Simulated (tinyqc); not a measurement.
# Sputter depth profiling of a dopant layer: erosion rate, quantification and the mixing-roughness response, step by step

A worked calculation. Computed by tinyqc, a small Python program that keeps every step. Command: `OMP_NUM_THREADS=1 python tinyqc.py 3010879 3010880 out.jsonl sims walk`. One thread of a shared host (Intel(R) Xeon(R) Processor @ 2.30GHz), about 0.07 s of CPU time with the checks. Intermediate numbers are printed to about 7 digits and carried at full precision; extremes and crossings named in words are read from the listed rows.

A rastered ion beam erodes silicon (49.94 atoms per nm^3). The measured profile is the true one convolved with a depth response.

Inputs (values chosen for the exercise, modelled on a dopant in silicon under an oxygen or caesium beam):
```
quantity                               value    unit
beam energy E                           0.92     keV
beam current                             160      nA
raster side                              400      um
sputter yield at 1 keV                  0.95       -
mixing length at 1 keV                   2.1      nm
roughness sigma                          1.1      nm
depth of the top edge z0                  41      nm
box width b                              2.2      nm
box concentration C                  1.4e+20  1/cm^3
relative sensitivity factor RSF      4.4e+20  1/cm^3
matrix count rate                    3.6e+06     1/s
background count rate                    5.5     1/s
counting time per point                    1       s
level that defines the junction C_B    1e+18  1/cm^3
```

True profile: box.

Constants: e = 1.602176634e-19 C.

## Erosion and sensitivity

Scaling chosen for the exercise: yield Y = Y1 E^0.5, mixing length w = w1 E^0.5 (E in keV). Erosion rate = Y I/(e x raster^2 x density); depth step = rate x counting time; concentration = RSF x counts/matrix counts; detection limit = RSF x 3 sqrt(background x time)/(matrix rate x time).

yield Y = 0.9112080

mixing length w = 2.014249 nm

erosion rate = 0.1138829 nm/s

depth step = 0.1138829 nm

detection limit = 8.599096e+14 1/cm^3

## Measured shape

Mixing alone turns a layer at z0 into (1/w) exp(-(z - z0 + w)/w) for z > z0 - w; roughness adds a Gaussian of width sigma. With x = z - z0 + w: g(x) = (1/(2w)) exp(sigma^2/(2 w^2) - x/w) erfc((sigma/w - x/sigma)/sqrt2), and its integral G(x) = (1/2) erfc(-x/(sigma sqrt2)) - w g(x). Measured: C [G(x) - G(x - b)]. Find the maximum, the full width at half maximum and the deep point where the profile falls to C_B; far down, the trailing edge decays by w ln(10) per decade.

depth of the maximum = 41.25250 nm

peak concentration = 6.385967e+19 1/cm^3

full width at half maximum = 4.211541 nm

apparent junction depth = 50.61663 nm

trailing slope = 4.637980 nm/decade

The true deep edge lies at 43.2 nm, so the junction appears 7.42 nm too deep. The peak reaches 45.6 % of the true concentration.

## Moments

Convolution adds means and variances: the response has mean 0 (shift -w plus exponential mean w) and variance w^2 + sigma^2; a box adds the mean b/2 and the variance b^2/12.

centroid = 42.1 nm

standard deviation = 2.381288 nm

maximum minus centroid = -0.8475020 nm

The centroid stays at the true position while the maximum lies nearer the surface, so depth is read from the centroid.

## Points of the profile

Counts = concentration x matrix rate x time/RSF + background x time; relative noise 1/sqrt(counts). Depths are z0 - w + k (w + sigma), k = -0.5, 0, 0.5, 1, 2, 3, 5, 8, 12.

Profile:
```
k       z (nm)  measured (1/cm^3)        counts  relative noise
-0.5  37.42863       2.211218e+18  1.809729e+04       0.0074335
0.0   38.98575       2.191906e+19  1.793433e+05       0.0023613
0.5   40.54288       5.817500e+19  4.759828e+05       0.0014495
1.0   42.10000       5.703728e+19  4.666741e+05       0.0014638
2.0   45.21425       1.461285e+19  1.195652e+05       0.0028920
3.0   48.32850       3.114203e+18  2.548535e+04       0.0062640
5.0   54.55700       1.413883e+17  1.162314e+03       0.0293318
8.0   63.89974       1.367771e+15  1.669086e+01       0.2447714
12.0  76.35674       2.819336e+12  5.523067e+00       0.4255101
```

## Beam energy: resolution against speed

Width = full width at half maximum; the apparent junction is the deep point where the profile falls to C_B; time to profile to twice z0 = 2 z0/erosion rate, at fixed current.

Measured values:
```
E (keV)    w (nm)  peak (1/cm^3)  width (nm)  apparent junction (nm)  time (min)
0.15     0.813327   8.401062e+19    3.406462                47.09298    29.72024
0.25     1.050000   7.944129e+19    3.560031                47.77705    23.02120
0.50     1.484924   7.174430e+19    3.850741                49.07759    16.27845
1.00     2.100000   6.272604e+19    4.270553                50.85840    11.51060
2.00     2.969848   5.306727e+19    4.877543                53.18628     8.13922
4.00     4.200000   4.351227e+19    5.756125                56.13102     5.75530
8.00     5.939697   3.468195e+19    7.014382                59.74862     4.06961
```

From the highest to the lowest energy the width goes from 7.01 to 3.41 nm, towards the floor set by roughness and the box width 2.2 nm, and the junction error from 16.5 to 3.89 nm, at 7.3 times the time. Extrapolating the tail slope to zero energy separates mixing from real diffusion. Caution: the surface transient, segregation under the beam and the growth of roughness with depth are left out, and real yields fall faster near the sputter threshold.

Checks made by the program: dose under the measured profile (relative difference below 1e-10).
